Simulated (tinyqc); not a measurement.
From screening to the Mott criterion: hydrogenic impurity: series, fields, screening, photoionisation and donor-acceptor pairs. Computed by tinyqc, a small Python program. Command: `OMP_NUM_THREADS=1 python tinyqc.py 3024953 3024954 out.jsonl hydrogenic walk`. One thread of a shared host (Intel(R) Xeon(R) Processor @ 2.30GHz), about 0.01 s of CPU time with the checks.

One isotropic, parabolic band. Effective units: Ry* and a*, in which H = -nabla^2 - 2/r.

Inputs (values chosen for the exercise, modelled on GaN): electron mass m = 0.192 m_0; dielectric constant eps = 9.45; donor density N = 7.9e+17 cm^-3.

Parts treated: screening and pairs.

Constants: Ry = 13.605693123 eV; a_0 = 0.529177210903 angstrom; h x 1 THz = 4.135667696 meV.

Method:
- Ry* = Ry m/eps^2, a* = a_0 eps/m; level n is bound by Ry*/n^2; <r> = (3/2) a* in 1s; lines 1s -> np at Ry* (1 - 1/n^2); 1 THz = 4.135667696 meV.
- Thomas-Fermi screening by N free electrons of one valley, taken as a degenerate gas (the hypothesis that all donors are ionised): q a* = sqrt(4 k_F a*/pi), k_F = (3 pi^2 N)^(1/3).
- Screened potential -(2/r) exp(-q r). Basis exp(-zeta r), zeta_k = 0.02 x 1.6^k, k = 0..23: S = 2/s^3, T = zeta_i zeta_j S, V = -2/(s + q)^2 with s = zeta_i + zeta_j; overlap eigenvalues below 1e-11 are dropped.
- First order: 1 - 2 q a*. One exponent: the maximum over zeta of 8 zeta^3/(2 zeta + q)^2 - zeta^2 (golden section on 0.01 to 1.2).

a* = 26.0454 angstrom

Binding (Ry*):
```
N^(1/3) a*   N (cm^-3)     q a*  first order  one exponent    basis
0.0048      6.2593e+12  0.13750      0.72499       0.75111  0.75115
0.0140      1.5531e+14  0.23483      0.53034       0.60277  0.60305
0.0360      2.6407e+15  0.37657      0.24686       0.42153  0.42285
0.0720      2.1125e+16  0.53255     -0.06509       0.26326  0.26715
0.1200      9.7802e+16  0.68752     -0.37503       0.14319  0.15143
0.1800      3.3008e+17  0.84203     -0.68406       0.05646  0.07067
0.2400      7.8242e+17  0.97229     -0.94459       0.00748  0.02711
```

The binding falls from 0.751 to 0.027 Ry*. First order, a constant shift of the potential, overshoots and turns negative from q a* = 0.5. One exponent loses the state at q a* = 1 (N^(1/3) a* = 0.254, the classic form of the Mott criterion); the full basis keeps it to 1.19. The dilute rows are formal, since there the electrons are bound or non-degenerate.

Extremes, crossings and ranges named in words are read from the listed rows.
